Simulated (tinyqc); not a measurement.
Density of states of one tight-binding band on the square lattice, step by step. Values are carried at full precision from step to step, so a last printed digit may differ when a step is redone from the rounded ones.

E(k) = -2 t (c1 + c2) - 4 t2 c1 c2 with ci = cos(2 pi ki); k in fractions of the reciprocal vectors, mesh k_i = j/N with j = 0 .. N-1. Densities are per cell and per spin, so the band holds one state.

Parameters, chosen for this exercise:
```
symbol  value   unit  meaning
t       0.35    eV    nearest hopping
t2      0.03    eV    second hopping
N       5             mesh points along each axis
bins    8             bins of the histogram
E_lo    -1.613  eV    lower end of the histogram
E_hi    1.317   eV    upper end
E       -0.13   eV    energy at which the density is wanted
sigma   0.175   eV    Gaussian width
```

## Energies on the mesh

Evaluate the band at all 25 points and collect equal values.

Distinct energies:
```
E_k (eV)  points
-1.5200        1
-0.9534        4
-0.4441        4
-0.0366        4
0.3800         8
1.0541         4
```

The 25 points give 6 distinct energies between -1.5200 and 1.0541 eV; a dense mesh gives a band from -1.520 to 1.280 eV.

## Histogram

Count the points in equal bins from E_lo to E_hi; g = count/(all points x bin width).

Histogram:
```
from (eV)  to (eV)  points  g (1/eV)
-1.6130    -1.2468       1    0.1092
-1.2468    -0.8805       4    0.4369
-0.8805    -0.5142       0    0.0000
-0.5142    -0.1480       4    0.4369
-0.1480     0.2182       4    0.4369
0.2182      0.5845       8    0.8737
0.5845      0.9507       0    0.0000
0.9507      1.3170       4    0.4369
```

Empty bins: 2 of 8; the fullest holds 8 points. Empty bins inside the band come from the coarse mesh, not from gaps.

## Gaussian broadening at one energy

Gaussian broadening: g(E) = mean over the mesh of exp(-(E - E_k)^2/(2 sigma^2))/(sigma sqrt(2 pi)), n(E) = mean of erfc((E_k - E)/(sigma sqrt 2))/2.

Sum over the distinct energies with their counts.

n(E) = 0.4022
g(E) = 0.3996 1/eV

## One triangle of the mesh

For corner energies e1 <= e2 <= e3 and eij = ei - ej, the share of the triangle below E is n = (E - e1)^2/(e21 e31) for e1 < E < e2 and n = 1 - (e3 - E)^2/(e31 e32) for e2 < E < e3; its density of states is g = dn/dE.

corner energies, sorted (eV): -0.4441  0.3800  1.0541

Find its share below E and its density of states at E.

n = 0.0799
g = 0.5088 1/eV

E lies between corners 1 and 2.

## Sum over all linear triangles

Each square of the mesh is cut along (i, j)-(i+1, j+1) into two triangles. For corner energies e1 <= e2 <= e3 and eij = ei - ej, the share of the triangle below E is n = (E - e1)^2/(e21 e31) for e1 < E < e2 and n = 1 - (e3 - E)^2/(e31 e32) for e2 < E < e3; its density of states is g = dn/dE.

Average n and g over all pieces of the mesh. The reference uses the same method with N = 240.

n(E) = 0.3793
g(E) = 0.4494 1/eV
reference n(E) = 0.386
reference g(E) = 0.448 1/eV

On this mesh the linear method errs by +0.002 1/eV in g and -0.007 in n; the Gaussian sum erred by -0.048 and +0.016.

## Checks

- States below the top of the band by the linear method against one: both 1.000000.

Computed by tinyqc, a small Python program: `OMP_NUM_THREADS=1 python tinyqc.py 1650829 1650830 out.jsonl` (the numbers bound the seed that draws the inputs); one thread of a shared host (Intel(R) Xeon(R) Processor @ 2.30GHz), about 0.1 s for the whole set of steps.
